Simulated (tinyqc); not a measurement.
From results back to parameters: Wannier-Stark ladder of a miniband.

Problem. The lines of a Wannier-Stark ladder are spaced by e F d, and the strengths of the lines j = 1 and j = 0 stand as J_1(x)^2/J_0(x)^2 with x = W/(2 e F d) below the first zero of J_0, 2.405; 1 kV/cm = 0.01 meV/angstrom. Both were computed from hidden F and W.

Inputs chosen for the exercise (out of a larger set: near those of a non-polar GaN/AlGaN superlattice; not measured data): d = 37 angstrom (period).

spacing = 11.100 meV
ratio = 18.2060

Find: F; x; W.

Solution. J_1/J_0 rises steadily from 0 to infinity on that interval, so the ratio fixes x, and W = 2 x e F d.

F = 30.0 kV/cm
x = 2.162
W = 48.0 meV

Computed by tinyqc, a small Python program: `OMP_NUM_THREADS=1 python tinyqc.py 1282789 1282790 out.jsonl` (the numbers bound the seed that draws the inputs); one thread of a shared host (Intel(R) Xeon(R) Processor @ 2.30GHz), about 0.01 s for the whole set of steps.
